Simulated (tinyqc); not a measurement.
Trap density and cross-section from the conductance peak.

Question. For a continuum of interface traps on an n-type substrate Gp/w peaks at 2 pi f tau = 1.9803 with the height 0.40237 q Dit, and tau = 1/(sn vth Nd exp(psi/Vt)) with psi = ps. Find Dit, tau and sn.

Values chosen for this exercise: temperature T = 300 K; donor density Nd = 2e17 cm^-3; band bending psi ps = -0.257 V; thermal velocity vth = 2.3e7 cm/s.

Constants: q = 1.602176634e-19 C, kB = 1.380649e-23 J/K, Vt = kB T/q. Results are converted to the units shown.

peak Gp/w = 161.16695 nF/cm^2
frequency of the peak = 90749.100 Hz

Answer. The height gives Dit, the position tau, and tau with the surface density gives sn.

Dit = 2.500e12 cm^-2 eV^-1
tau = 3.473e-6 s
sn = 1.300e-15 cm^2

Program tinyqc, `OMP_NUM_THREADS=1 python tinyqc.py 2030101 2030102 out.jsonl`; Intel Xeon 2.30GHz, shared host, one thread, about 0.02 s.
